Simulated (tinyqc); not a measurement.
From results back to parameters: phonon-assisted absorption at an indirect gap. Three cases, with inputs chosen for the exercise.

Problem. One phonon: alpha = A [N (E - Eg + w)^2 + (N + 1)(E - Eg - w)^2], each term only above its threshold, N = 1/(exp(w/kB Tm) - 1). The first two energies lie below the emission threshold and the third above it.

Constants: kB = 8.617333262e-05 eV/K.

Find: slope sqrt(A N); threshold Eg - w; w; Eg; A.

Method. sqrt(alpha) at the first two energies is a line with slope sqrt(A N) and intercept Eg - w. The excess at the third energy is A N exp(w/kB Tm) (E - (Eg - w) - 2w)^2, which has one root w with the emission threshold between the second and third energies.

Case 1.

Values chosen (out of a larger set: loosely those of Si at room temperature; Eg is not tied to T; not measured data): Es = (1.087, 1.159, 1.223) eV (three photon energies); Tm = 300 K.

alpha at the three energies (1/cm): 0.2272942  3.753698  17.21467

Solution.

slope sqrt(A N) = 20.29 1/(cm^(1/2) eV)
threshold Eg - w = 1.0635 eV
w = 59.5 meV
Eg = 1.123 eV
A = 3.7e+03 1/(cm eV^2)

Case 2.

Values chosen (out of a larger set: loosely those of Si at room temperature; Eg is not tied to T; not measured data): Es = (1.091, 1.157, 1.22) eV (three photon energies); Tm = 250 K.

alpha at the three energies (1/cm): 0.1306821  1.982313  11.20880

Solution.

slope sqrt(A N) = 15.86 1/(cm^(1/2) eV)
threshold Eg - w = 1.0682 eV
w = 55.8 meV
Eg = 1.124 eV
A = 3.1e+03 1/(cm eV^2)

Case 3.

Values chosen (out of a larger set: loosely those of Si at room temperature; Eg is not tied to T; not measured data): Es = (1.067, 1.135, 1.198) eV (three photon energies); Tm = 300 K.

alpha at the three energies (1/cm): 0.2318789  3.726496  17.32768

Solution.

slope sqrt(A N) = 21.31 1/(cm^(1/2) eV)
threshold Eg - w = 1.0444 eV
w = 56.6 meV
Eg = 1.101 eV
A = 3.6e+03 1/(cm eV^2)

Computed by tinyqc, one run a case: `OMP_NUM_THREADS=1 python tinyqc.py N N+1 out.jsonl` with N = 1682128, 1682142, 1682153; one thread of a shared Intel(R) Xeon(R) Processor @ 2.30GHz, about 0.01 s a run at most.
